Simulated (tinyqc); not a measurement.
Printed widths: electron-beam lithography: double-Gaussian proximity function, edge placement and dose correction for parallel lines. Computed by tinyqc, a small Python program. Command: `OMP_NUM_THREADS=1 python tinyqc.py 3113639 3113640 out.jsonl proximity walk`. One thread of a shared host (Intel(R) Xeon(R) Processor @ 2.30GHz), about 0.01 s of CPU time with the checks.

Lines are infinitely long. Absorbed energy is counted so that the middle of a very large area written at dose 1 receives 1; the resist develops where it exceeds 1/2.

Inputs (values chosen for the exercise, of the order of those for 50 keV electrons in resist on silicon): forward range alpha = 0.012 micrometre; backscatter range beta = 9.8 micrometre; backscatter ratio eta = 0.92.

line widths (micrometre): [0.03, 0.039, 3.7, 0.1, 12]

gaps between the lines (micrometre): [1.1, 8.8, 2.8, 0.057]

Method:
- The first line starts at x = 0; each next one starts after the width and the gap.
- f(r) = [exp(-r^2/alpha^2)/alpha^2 + eta exp(-r^2/beta^2)/beta^2]/(pi (1 + eta)). A line from a to b at dose d gives E(x) = d [S(alpha) + eta S(beta)]/(1 + eta), S(s) = [erf((b - x)/s) - erf((a - x)/s)]/2.
- M_ij is the mean of E at the two edges of line i from line j at dose 1.
- Uncorrected edge energies are M 1. Solve M d = 1/2 for the doses d that put the mean edge energy of every line at the threshold.
- Edges are the roots of E(x) = 1/2 between a line centre and the middle of the next gap. Three cases: dose 1 everywhere; one common dose equal to the mean of d; the corrected doses.

Lines (micrometre):
```
line  left edge   right edge       centre
1         0.000  3.00000e-02  1.50000e-02
2         1.130  1.16900e+00  1.14950e+00
3         9.969  1.36690e+01  1.18190e+01
4        16.469  1.65690e+01  1.65190e+01
5        16.626  2.86260e+01  2.26260e+01
```

corrected doses: 1 1.79126, 2 1.75238, 3 1.08445, 4 0.78901, 5 0.94206

Width error, printed less drawn (nm):
```
line  drawn width (nm)   dose 1  mean dose  corrected
1                   30  -23.550     -8.783   0.000001
2                   39  -20.256     -7.851   0.000002
3                 3700   -1.950      7.145   0.001843
4                  100    5.074     15.710   0.000038
5                12000    2.040     11.880   0.000856
```

What does the comparison show, and why?

With the common mean dose the errors span 24.5 nm. With corrected doses the largest error is below 0.01 nm.

Extremes, crossings and ranges named in words are read from the listed rows.
